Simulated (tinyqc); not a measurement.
Size effects in the resistivity of thin metal films and interconnect lines: one step, computed by the program tinyqc. Command: `OMP_NUM_THREADS=1 python tinyqc.py 3004454 3004455 out.jsonl size walk`. One thread of a shared host (Intel(R) Xeon(R) Processor @ 2.30GHz), about 0.01 s of CPU time with the checks.

Electrons lose their drift at surfaces (a share 1 - p of the hits) and at grain boundaries (reflection R), besides bulk scattering. The line sits in a trench with a non-conducting liner on both walls and the bottom; the spacing equals the drawn width.

Problem. Metal cross-section. Metal width w_m = w - 2t, height h_m = (aspect ratio) w - t, grain size D = (ratio) w_m.

Inputs (values chosen for the exercise, modelled on platinum):
```
quantity                          value  unit
drawn line width w                   62    nm
grain size over metal width         1.5     -
aspect ratio (height over width)    2.1     -
liner thickness t                   0.7    nm
```

Geometry: line.

Give: metal width w_m; metal height h_m; grain size D; share of the trench filled by metal.

Solution.

metal width w_m = 60.6 nm

metal height h_m = 129.5 nm

grain size D = 90.9 nm

share of the trench filled by metal = 97.22 %
